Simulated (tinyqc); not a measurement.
Inside a calculation: two-band massive Dirac model of the K valleys. Values are carried at full precision from step to step, so a last printed digit may differ when a step is redone from the rounded ones.

Basis (conduction, valence): H = [[D/2, a t (tau kx - i ky)], [a t (tau kx + i ky), -D/2 + lam tau sz]], valley tau = +/-1, spin sz = +/-1. The gap of a spin and valley is G = D - lam tau sz. Berry curvature Omega = curl of i<u|grad u>; for the conduction band Omega_c = -tau 2 a^2 t^2 G/(G^2 + 4 a^2 t^2 k^2)^(3/2), and Omega_v = -Omega_c.

Constants: hbar^2/2m0 = 3.80998211 eV angstrom^2.

Values chosen for the exercise (near those used for monolayer WSe2; shifted at random, so the results belong to these values and not to a real crystal):
- a = 3.304 angstrom (lattice constant)
- D = 1.7 eV (gap parameter)
- t = 1.18 eV (effective hopping)
- lam = 0.243 eV (half the valence spin splitting)
- tau = -1 (valley)
- sz = 1 (spin)
- k = (-0.036, 0.092) 1/angstrom (wave vector from the valley)
- h = 0.04 1/angstrom (side of the plaquette)

## Band edges of the four flavours

At k = 0: Ec = D/2, Ev = -D/2 + lam tau sz; mass m/m0 = c G/(a t)^2 for both bands, c = hbar^2/2m0; Omega_c(0) = -2 tau a^2 t^2/G^2.

Edges:
```
tau  sz  Ec (eV)  Ev (eV)  G (eV)  mass (m0)  Omega_c (angstrom^2)
1     1   0.8500  -0.6070  1.4570     0.3652               -14.320
1    -1   0.8500  -1.0930  1.9430     0.4870                -8.052
-1    1   0.8500  -1.0930  1.9430     0.4870                 8.052
-1   -1   0.8500  -0.6070  1.4570     0.3652                14.320
```

The top of the valence band has spin up at tau = +1 and spin down at tau = -1: spin and valley are locked, with 486 meV between the two valence bands (A and B transitions at 1.457 and 1.943 eV, without exciton binding).

## H at one k

Fill in the matrix and diagonalise: E = lam tau sz/2 -/+ sqrt(G^2/4 + a^2 t^2 k^2).

H (eV):
```
                c               v
c          0.8500  0.1404-0.3587i
v  0.1404+0.3587i         -1.0930
```

levels (eV): -1.1666  0.9236

cos(theta) = G/(E+ - E-) = 0.9296

## Curvature, orbital moment and circular dichroism

Omega_c from the formula; orbital moment of both bands m = -tau (a t)^2 G/(c (G^2 + 4 a^2 t^2 k^2)) in Bohr magnetons (charge -e), c = hbar^2/2m0; interband strengths |P+/-|^2 proportional to (1 +/- tau cos(theta))^2 for P+/- = Px +/- i Py, and eta = (|P+|^2 - |P-|^2)/(|P+|^2 + |P-|^2) = 2 tau cos(theta)/(1 + cos^2(theta)).

Omega_c = 6.469 angstrom^2
orbital moment = 1.774 muB
eta = -0.9973

All three change sign with the valley. The selection rule, exact at k = 0, still holds to 99.7 % here.

## The curvature from a plaquette

Corners counter-clockwise around k, from (-h/2, -h/2); upper eigenvector u with its first component real and positive; Omega = -(sum of arg <u_j|u_(j+1)>)/h^2.

Corners:
```
j       kx      ky      u_c               u_v  arg <u_j|u_j+1> (rad)
1  -0.0560  0.0720  0.98465  0.10716+0.13778i               0.010746
2  -0.0160  0.0720  0.98967  0.03111+0.13998i               0.002332
3  -0.0160  0.1120  0.97738  0.02991+0.20937i              -0.015472
4  -0.0560  0.1120  0.97302  0.10319+0.20637i              -0.007918
```

Omega_c from the plaquette = 6.445 angstrom^2

The formula at the centre gives 6.469; the plaquette averages over its area.

## Checks

- Curvature formula against a plaquette of side 1e-4: both 6.4688.
- Eta against the matrix elements of dH/dkx +/- i dH/dky: both -0.99734.

Program tinyqc; command `OMP_NUM_THREADS=1 python tinyqc.py 1450244 1450245 out.jsonl`; about 0.01 s on one thread of a shared Intel(R) Xeon(R) Processor @ 2.30GHz.
